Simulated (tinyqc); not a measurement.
Raising U: Hubbard ring of 5 sites, mean field against exact. Computed by the program tinyqc. Collinear unrestricted mean field (the lowest of 40 random starts) against exact diagonalisation.

one-body matrix (hopping and site energies) (eV):
```
,1,2,3,4,5
1,-0.5600,-0.7400,0.0000,0.0000,-0.7400
2,-0.7400,-0.5500,-0.7400,0.0000,0.0000
3,0.0000,-0.7400,0.0100,-0.7400,0.0000
4,0.0000,0.0000,-0.7400,0.0500,-0.7400
5,-0.7400,0.0000,0.0000,-0.7400,0.2500
```

electrons, up and down: 3  2

Exact and mean-field results (eV):
```
U,U/t,E exact,E mean field,mean |n_up - n_down|,"double occupancy, exact",first gap in the sector
0.370,0.500,-4.89975,-4.88761,0.200,0.235,0.090
0.740,1.000,-4.48185,-4.43169,0.200,0.216,0.078
1.480,2.000,-3.75726,-3.55420,0.326,0.175,0.051
2.220,3.000,-3.18924,-2.80096,0.564,0.133,0.028
2.960,4.000,-2.76545,-2.30001,0.766,0.098,0.015
4.440,6.000,-2.22017,-1.79254,0.905,0.055,0.005
5.920,8.000,-1.90065,-1.54238,0.948,0.034,2.91e-03
8.880,12.000,-1.55266,-1.29401,0.977,0.016,1.17e-03
14.800,20.000,-1.25783,-1.09615,0.992,0.006,3.07e-04
```

What does the comparison show, and why?

In absolute terms mean field is worst at U/t = 4.0, 0.465 eV too high: at small U it is nearly exact, and at large U it misses only exchange-scale energies. Relative to the exact energy its error is 0.2 % at the smallest U, 19 % at most and 13 % at the largest. The double occupancy falls from 0.235 to 0.006.
